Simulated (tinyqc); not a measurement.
Worked calculation: tight binding, dimerised chain. One step of it, computed by the program tinyqc.

Question. Levels at X. Diagonalise the Hermitian matrix.

H(k) at X (eV), order A, B:
```
[[0.000000, -0.250000],
 [-0.250000, 0.000000]]
```

Give: eigenvalues; weights |c|^2 of the basis functions.

Answer.

eigenvalues (eV): [-0.250, 0.250]

weights |c|^2 of the basis functions, order A, B:
```
[[0.500, 0.500],
 [0.500, 0.500]]
```
